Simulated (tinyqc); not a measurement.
Random telegraph noise from one oxide trap in a small MOSFET: time constants and noise against gate voltage.

An acceptor-like trap exchanges electrons with the channel. Inversion charge Q = Cox u, u = n Vt W0(exp((Vg - VT)/(n Vt))), W0 the Lambert function, n = nf, Cox = eps0 eox/tox; linear regime Id = (W/L) mu Q Vd. Relative to threshold the surface potential rises by Vt ln(u/u0) and the oxide voltage by the rest of Vg - VT, with u0 = n Vt W0(1).

N = Cox u/q; dpsi = Vt ln(u/u0); E = E0 - dpsi - (xt/tox)(Vg - VT - dpsi); capture time tc = 1/[(N/zi) vth s0 exp(-xt/lt - EB/Vt)]; emission time te = tc exp(-E/Vt); occupancy te/(tc + te). A = W L; threshold step dV = q (1 - xt/tox)/(Cox A); gm/Id = 1/(u + n Vt); relative step dI/I = (gm/Id) dV + asc mu/A. fc = (1/tc + 1/te)/(2 pi); rms = (dI/I) sqrt(tc te)/(tc + te).

Parameters, values chosen for the exercise; values of the order met in silicon transistors: temperature T = 300 K; relative permittivity of the gate insulator (close to silicon dioxide) eox = 3.9; insulator thickness tox = 4.1 nm; depth of the trap from the channel interface xt = 0.33 nm; trap level above the channel Fermi level at threshold E0 = 0.01 eV; capture prefactor s0 = 2e-16 cm^2; capture barrier (lattice relaxation) EB = 0.26 eV; tunnelling decay length lt = 0.13 nm; thermal velocity vth = 2.1e7 cm/s; thickness of the inversion layer zi = 2.9 nm; threshold voltage VT = 0.36 V; body factor nf = 1.19; gate width W = 130 nm; gate length L = 120 nm; mobility mu = 220 cm^2/(V s); scattering coefficient of the charged trap asc = 3.2e-16 V s; drain voltage Vd = 0.02 V.

Constants: q = 1.602176634e-19 C, kB = 1.380649e-23 J/K, Vt = kB T/q, eps0 = 8.8541878128e-14 F/cm where lengths are in cm. Results are converted to the units shown.

Time constants and noise against gate voltage:
```
Vg (V)     E (eV)    tc (s)    te (s)  occupancy  dI/I (%)  fc (Hz)  rms dI/I (%)
0.14       0.1842    0.1610  1.293e-4   8.028e-4     3.687     1232        0.1044
0.2        0.1332   0.02300  1.333e-4   0.005761     3.670     1201        0.2778
0.26      0.08272  0.003377  1.377e-4    0.03917     3.559     1203        0.6904
0.32      0.03585  5.760e-4  1.439e-4     0.1999     3.035     1382         1.214
0.38    -7.458e-4  1.514e-4  1.558e-4     0.5072     2.034     2073         1.017
0.44     -0.02566  6.504e-5  1.755e-4     0.7296     1.285     3354        0.5710
0.5      -0.04344  3.771e-5  2.024e-4     0.8430    0.8842     5007        0.3217
0.56     -0.05741  2.568e-5  2.366e-4     0.9021    0.6619     6871        0.1967
0.62     -0.06915  1.919e-5  2.785e-4     0.9355    0.5267     8864        0.1293
```

What does the table show?

tc falls from 0.161 to 1.92e-5 s as the channel fills and te rises from 1.29e-4 to 2.79e-4 s; they are equal at Vg = 0.379 V, where E = 0. The rms noise goes from 0.104 through a maximum of 1.21 (at Vg = 0.32 V among the rows listed) to 0.129 %. The slope -Vt d ln(tc/te)/dVg is 0.851 between the first two rows and 0.196 between the last two; it tends to xt/tox = 0.0805 only when the surface potential stops moving.

Range of the model: VT is taken as given; short-channel effects and the uneven flow of current among few electrons are left out.

Computed by the program tinyqc: `OMP_NUM_THREADS=1 python tinyqc.py 2710174 2710175 out.jsonl`, one thread of a shared Intel Xeon 2.30GHz, about 0.01 s for the whole run.
